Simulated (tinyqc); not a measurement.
Metal gate on a two-layer dielectric stack with fixed charge and a dipole: two steps of the calculation.

Gate, layer 2, layer 1, p-type semiconductor; x runs from the gate inwards. Charges are counted in units of +q. psi is the band bending at the surface, positive towards inversion. Classical charge, Boltzmann statistics, no interface traps.

Inputs (values chosen for the exercise); band and dielectric values close to those of silicon, layer 1 close to silicon nitride, layer 2 close to aluminium oxide:
```
symbol    value   unit                                          meaning
T           350      K                                      temperature
Eg         1.13     eV                                         band gap
eps_r      11.7                                   relative permittivity
Nc      3.55e19  cm^-3           conduction-band density of states at T
Nv       3.3e19  cm^-3              valence-band density of states at T
chi        3.99     eV                                electron affinity
Na       1.2e18  cm^-3                                 acceptor density
pM         4.13     eV                  work function of the gate metal
t1          1.5     nm  thickness of layer 1, next to the semiconductor
e1          7.5                        relative permittivity of layer 1
t2          4.6     nm           thickness of layer 2, next to the gate
e2         9.16                        relative permittivity of layer 2
```

Constants: q = 1.602176634e-19 C, kB = 1.380649e-23 J/K, Vt = kB T/q, eps0 = 8.8541878128e-14 F/cm where lengths are in cm. Results are converted to the units shown.

Task 1. Equivalent thickness and work-function difference. EOT = 3.9 (t1/e1 + t2/e2), Cox = eps0/(t1/e1 + t2/e2); phi_ms = pM - (chi + Eg - Vt ln(Nv/Na)).

Find: EOT; Cox; share of layer 1 in the EOT; phi_ms.

Result 1.

EOT = 2.7385 nm
Cox = 1.2610 uF/cm^2
share of layer 1 in the EOT = 28.483 %
phi_ms = -0.89004 V

Task 2. Threshold voltage. ni = sqrt(Nc Nv) exp(-Eg/(2 Vt)), Eg in volts, pB = Vt ln(Na/ni), Vth = Vfb + 2 pB + sqrt(4 q eps0 eps_r Na pB)/Cox.

Vfb = -0.98280041 V
Cox = 1.2609509 uF/cm^2

Give: ni; pB; depletion charge; Vth.

Result 2.

ni = 2.505e11 cm^-3
pB = 0.4639 V
depletion charge = 0.6080 uC/cm^2
Vth = 0.4272 V

Program tinyqc, `OMP_NUM_THREADS=1 python tinyqc.py 2010144 2010145 out.jsonl`; Intel Xeon 2.30GHz, shared host, one thread, about 0.01 s.
